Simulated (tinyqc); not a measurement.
Monte Carlo simulation of one carrier in a uniform electric field: one step, computed by the program tinyqc. Command: `OMP_NUM_THREADS=1 python tinyqc.py 3007328 3007329 out.jsonl mcfl walk`. One thread of a shared host (Intel(R) Xeon(R) Processor @ 2.30GHz), about 2 s of CPU time with the checks.

The force e F acts along +z. Flights end at the constant total rate Gamma; the part of Gamma that the real rates do not fill is self-scattering, which leaves k unchanged. One valley, no impurities and no intervalley scattering.

Problem. Flight 2. Parabolic band: E = hbar^2 k^2/(2 m), speed v = hbar k/m, states per spin, volume and energy g(E) = m k/(2 pi^2 hbar^2). Masses are multiplied by m_0 and all formulas are in SI units. Flight: t = -ln(r1)/Gamma; k_z grows by e F t/hbar; E follows from the band; dz = (E_end - E_start)/(e F). Use row 2 of the random numbers.

Inputs (values chosen for the exercise, modelled on CdS): effective mass m = 0.199 m_0; lattice temperature T = 300 K; electric field F = 0.59 kV/cm.

Crystal: polar. Band: parabolic.

k after event 1, the start of the next flight (1/nm): [0.4433363, -0.0572023, 0.3119566]

Random numbers (0.02 to 0.98, from up to 60 sets tried for early real events), one row a flight, columns r1, r2, r3, r4:
$$\begin{pmatrix}
0.6817 & 0.1727 & 0.5756 & 0.1060 \\
0.4800 & 0.8858 & 0.3868 & 0.2115 \\
0.5865 & 0.8879 & 0.7609 & 0.1780 \\
0.8109 & 0.1085 & 0.6157 & 0.3815 \\
0.0438 & 0.6190 & 0.2081 & 0.6736 \\
0.7073 & 0.4211 & 0.0660 & 0.8766 \\
0.8278 & 0.2835 & 0.2547 & 0.5117
\end{pmatrix}$$

Gamma = 85.41972 1e12/s

Constants: e = 1.602176634e-19 C; hbar = 1.054571817e-34 J s; m_0 = 9.1093837015e-31 kg.

Give: flight time t; k at the end of the flight; energy at the end; displacement dz.

Solution.

flight time t = 8.5925 fs

k at the end of the flight (1/nm): [0.44334, -0.05720, 0.31273]

energy at the end = 56.981 meV

displacement dz = 1.5613 nm
